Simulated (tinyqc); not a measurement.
## Biaxially strained (001) channel, valley splitting in an inversion layer: effect of the germanium share of the relaxed buffer

A thin layer grown on a relaxed buffer is stretched in the plane. The two valleys with their long axis along the growth direction (D2) sink against the four in-plane ones (D4); confinement in a triangular well splits them too. Only the lowest subband of each set is kept; one relaxation time, so the weakening of intervalley scattering is left out.

e_par = b1 x, e_perp = -2 (c12/c11) e_par, splitting D = Xu (e_par - e_perp), in-plane stress (c11 + c12 - 2 c12^2/c11) e_par. Levels E(m) = 2.33811 (hbar^2 q^2 F^2/(2 m))^(1/3): E2 = E(ml), E4 = E(mt) + D; N2 = 2 mt kB T/(pi hbar^2), N4 = 4 sqrt(mt ml) kB T/(pi hbar^2). EF solves Ns = N2 ln(1 + exp((EF - E2)/Vt)) + N4 ln(1 + exp((EF - E4)/Vt)); f2 is the share in D2, and 1/mc = f2/mt + (1 - f2)(1/mt + 1/ml)/2. Critical thickness (Matthews-Blakeslee, 60-degree dislocations): h = bv (1 - nu/4)[ln(h/bv) + 1]/(4 pi e_par (1 + nu)), nu = c12/(c11 + c12). The gain is mc(x = 0)/mc.

Parameters, values chosen for the exercise; values close to those of silicon on relaxed silicon-germanium: temperature T = 350 K; lattice mismatch per unit x b1 = 0.0418; elastic constant c11 = 163 GPa; elastic constant c12 = 63.8 GPa; shear deformation potential Xu = 8.97 eV; longitudinal mass ml = 0.938 m0; transverse mass mt = 0.185 m0; confining field F = 0.67 MV/cm; inversion density Ns = 1.6e12 cm^-2; Burgers vector bv = 0.384 nm.

Constants: q = 1.602176634e-19 C, kB = 1.380649e-23 J/K, hbar = 1.054571817e-34 J s, m0 = 9.1093837015e-31 kg, Vt = kB T/q, hbar^2/(2 m0) = 0.0380998212 eV nm^2. Results are converted to the units shown.

The same in every row: f2 without strain = 0.8197.

Effect of the germanium share of the relaxed buffer:
```
x	D (meV)	f2	mc (m0)	gain	critical thickness (nm)
0.03	20.05	0.8968	0.1930	1.033	119.1
0.09	60.16	0.9700	0.1873	1.065	31.95
0.15	100.3	0.9918	0.1856	1.075	16.92
0.21	140.4	0.9978	0.1852	1.077	11.00
0.27	180.5	0.9994	0.1850	1.078	7.907
0.33	220.6	0.9998	0.1850	1.078	6.035
0.39	260.7	1.000	0.1850	1.078	4.793
0.45	300.8	1.000	0.1850	1.078	3.916
```

As x goes from 0.03 to 0.45, f2 rises from 0.897 to 1.00 (without strain: it stays at 0.820) and the gain rises from 1.03 to 1.08. The gain cannot pass 1.078, reached when D4 is empty, while the critical thickness falls from 119 to 3.92 nm.

tinyqc, about 0.01 s, one thread, Intel Xeon 2.30GHz (shared host): `OMP_NUM_THREADS=1 python tinyqc.py 2530133 2530134 out.jsonl`
